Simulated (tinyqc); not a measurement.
Inside a calculation: shallow donor in an anisotropic valley (effective-mass theory). Values are carried at full precision from step to step, so a last printed digit may differ when a step is redone from the rounded ones.

Constants: Ry = 13.60569312 eV; a0 (Bohr radius) = 0.5291772105 angstrom; hbar^2/2m0 = 3.80998211 eV angstrom^2; e^2/(4 pi eps0) = 14.39964547 eV angstrom.

Inputs chosen for the exercise (near those of 3C SiC; the results hold for these values, not for the real material):
```
symbol  value  unit      meaning
ml      0.655  m0        longitudinal mass
mt      0.255  m0        transverse mass
eps     9.8              dielectric constant
a       14.2   angstrom  trial radius across the axis
b       11.5   angstrom  trial radius along the axis
```

## Hydrogen-like estimates

Ry* = Ry m/eps^2 and a* = a0 eps/m for four choices of one mass: mt, the conductivity mass 3/(1/ml + 2/mt), the density-of-states mass (ml mt^2)^(1/3), and ml.

Estimates:
```
mass               m (m0)  Ry* (meV)  a* (angstrom)
mt                 0.2550      36.13          20.34
conductivity       0.3202      45.36          16.20
density of states  0.3492      49.47          14.85
ml                 0.6550      92.79           7.92
```

## Energy of one trial function

One valley: H = -c [(d2/dx2 + d2/dy2)/mt + (d2/dz2)/ml] - q/(eps r), c = hbar^2/2m0, q = e^2/(4 pi eps0). Trial function exp(-sqrt((x^2 + y^2)/a^2 + z^2/b^2)) with a > b: T = (c/3)(2/(mt a^2) + 1/(ml b^2)), V = -(q/eps) atan(u/b)/u, u = sqrt(a^2 - b^2). The central cell of the impurity is left out.

Evaluate T, V and E. Scaling both radii by f changes T to T/f^2 and V to V/f, so the best factor is f = -2T/V, with energy -V^2/(4T).

T = 64.060 meV
V = -110.577 meV
E = -46.517 meV
best scale factor = 1.1586
energy after scaling = -47.718 meV

The virial ratio -V/T is 1.726; it is 2 at the best scale. Scaling gains 1.201 meV.

## Scan over the shape

For each ratio b/a = 0.2, 0.3, ..., 0.9 the best scale follows from a = -2 T1/V1, with T1 and V1 taken at a = 1 angstrom.

Scan:
```
b/a  a (angstrom)  b (angstrom)  E (meV)
0.2         56.91         11.38  -18.044
0.3         32.31          9.69  -30.180
0.4         23.76          9.50  -39.112
0.5         19.94          9.97  -44.546
0.6         18.02         10.81  -47.254
0.7         17.01         11.91  -48.109
0.8         16.49         13.19  -47.793
0.9         16.25         14.63  -46.776
```

The best listed ratio is 0.7; (mt/ml)^(1/2) = 0.62 and (mt/ml)^(1/3) = 0.73 are common guesses.

## The minimum

Minimise over a and b. The Mott estimate n_c = (0.25/a_m)^3 uses a_m = (a^2 b)^(1/3); 1/angstrom^3 = 1e24/cm^3.

a = 16.90 angstrom
b = 12.10 angstrom
E = -48.122 meV
a_m = 15.12 angstrom
n_c = 4.52 x 1e18/cm^3

b/a = 0.716. The binding energy is 1.332 times Ry*(mt). The central cell of a real donor shrinks the orbit and raises n_c.

## Checks

- Energy from 21 anisotropic Gaussians against the two-parameter function, meV: -48.14 against -48.12.

tinyqc: `OMP_NUM_THREADS=1 python tinyqc.py 1251855 1251856 out.jsonl`; about 0.01 s, one thread, shared Intel(R) Xeon(R) Processor @ 2.30GHz.
